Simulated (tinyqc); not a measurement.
What moves the results: periodic multilayer mirror for extreme ultraviolet light. A value that a table varies takes the place of the one given here.

s polarisation, vacuum above. q_j = sqrt(N_j^2 - sin^2 theta); interface r_jk = (q_j - q_k)/(q_j + q_k) exp(-2 (2 pi/lam)^2 q_j q_k sg^2) (Nevot-Croce; sg = 0 if not given); phase factor of a layer x_j = exp(4 pi i q_j d_j/lam). Each period has the spacer (thickness (1 - Gm) L) on top of the absorber (Gm L). In this recursion R is the amplitude; R in tables and results is the reflectance, its squared modulus. The substrate is of the spacer material. Starting with R = 0 in it, each interface upward gives R -> (r + R x)/(1 + r R x), x that of the layer below the interface (1 for the substrate).

Inputs chosen for the exercise (optical constants near those of Mo and Si at 13.5 nm; the results hold for these values, not for the real material): lam = 13.5 nm (wavelength); dA = (0.0783, 0.00651) (delta and beta of the absorber, N = 1 - delta + i beta); dS = (0.0011, 0.00174) (delta and beta of the spacer and the substrate); L = 7.02 nm (period); Gm = 0.48 (absorber share of the period); theta = 6 degrees (angle from the normal); sg = 0.5 nm (interface roughness); Np = 50 (periods).

## Number of periods

The last column sets both beta to zero.

Reflectance:

| periods | R | R without absorption |
|---|---|---|
| 5 | 0.107 | 0.122 |
| 10 | 0.310 | 0.386 |
| 15 | 0.481 | 0.634 |
| 20 | 0.588 | 0.801 |
| 30 | 0.678 | 0.948 |
| 40 | 0.702 | 0.987 |
| 50 | 0.707 | 0.997 |
| 60 | 0.708 | 0.999 |
| 80 | 0.709 | 1.000 |
| 100 | 0.709 | 1.000 |

R reaches 0.702 at 40 periods and 0.709 at 100; it stays within 0.01 of the last value from 40 periods on. Without absorption the last value is 1.000: absorption, not the count of layers, caps the mirror, and the roughness, which weakens each reflection, lowers that cap further.

## Wavelength

The optical constants are held fixed.

Reflectance:

| lam (nm) | R |
|---|---|
| 12.9 | 0.105 |
| 13.0 | 0.157 |
| 13.1 | 0.326 |
| 13.2 | 0.536 |
| 13.3 | 0.635 |
| 13.4 | 0.684 |
| 13.5 | 0.707 |
| 13.6 | 0.703 |
| 13.7 | 0.637 |
| 13.8 | 0.310 |
| 13.9 | 0.164 |
| 14.0 | 0.121 |
| 14.1 | 0.040 |
| 14.2 | 0.082 |
| 14.3 | 0.032 |

The largest value listed is 0.707 at 13.5 nm, against lam_B = 2 L Re(mean q) = 13.424 nm; the peak lies on the long side, where the nodes of the standing wave fall in the absorber. R exceeds half of that from 13.2 to 13.7 nm of the wavelengths listed, at least 3.7 % of the wavelength; a chain of ten mirrors narrows it, since R^10 falls to half where R has lost only 7 %.

## Absorber share

For each Gm the period is set so that lam_B = 2 L Re(mean q) equals lam - 0.09 nm.

Results:

| Gm | L (nm) | R |
|---|---|---|
| 0.15 | 6.830 | 0.509 |
| 0.20 | 6.857 | 0.621 |
| 0.25 | 6.884 | 0.677 |
| 0.30 | 6.912 | 0.705 |
| 0.35 | 6.939 | 0.716 |
| 0.40 | 6.967 | 0.719 |
| 0.45 | 6.996 | 0.714 |
| 0.50 | 7.024 | 0.703 |
| 0.60 | 7.082 | 0.663 |
| 0.70 | 7.140 | 0.586 |

The largest value listed is 0.719 at 0.4. The contrast of a period goes as sin(pi Gm) and is largest at 0.5, while the loss grows with Gm; R is 0.703 at 0.5, 0.705 at 0.3 and 0.586 at 0.7. Absorption pulls the best share below 0.5.

## Angle of incidence

Results:

| theta (degrees) | lam_B (nm) | R |
|---|---|---|
| 0 | 13.504 | 0.691 |
| 2 | 13.495 | 0.693 |
| 4 | 13.469 | 0.700 |
| 6 | 13.424 | 0.707 |
| 8 | 13.362 | 0.709 |
| 10 | 13.282 | 0.690 |
| 12 | 13.184 | 0.572 |
| 14 | 13.069 | 0.143 |
| 16 | 12.937 | 0.143 |
| 18 | 12.787 | 0.082 |
| 20 | 12.620 | 0.024 |

lam_B = 2 L Re(mean q) falls with the angle, from 13.504 to 12.620 nm; the largest value listed is 0.709 at 8 degrees. R stays above 90 % of that value at 0, 2, 4, 6, 8 and 10 degrees, which bounds the cone of light that a mask or mirror with this period accepts.

## Tolerances

R of the mirror, and R^10 for a chain of ten such mirrors. Each row changes one parameter from the base and keeps the others.

Results:

| case | R | R^10 |
|---|---|---|
| base | 0.7072 | 0.0313 |
| L = 7.06 nm | 0.6921 | 0.0252 |
| Gm = 0.52 | 0.6984 | 0.0276 |
| theta = 8 degrees | 0.7090 | 0.0321 |
| sg = 0.7 nm | 0.6811 | 0.0215 |
| dA = (0.0783, 0.00781) | 0.6744 | 0.0195 |
| lam = 13.55 nm | 0.7094 | 0.0323 |

The largest shifts from the base row, up to three for each result and ties (the steps differ in size, so this ranks the rows, not the parameters). R: dA -0.0327, sg -0.0260, L -0.0151. R^10: dA -0.0118, sg -0.00978, L -0.00606.

tinyqc: `OMP_NUM_THREADS=1 python tinyqc.py 1680854 1680855 out.jsonl`; about 0.01 s, one thread, shared Intel(R) Xeon(R) Processor @ 2.30GHz.
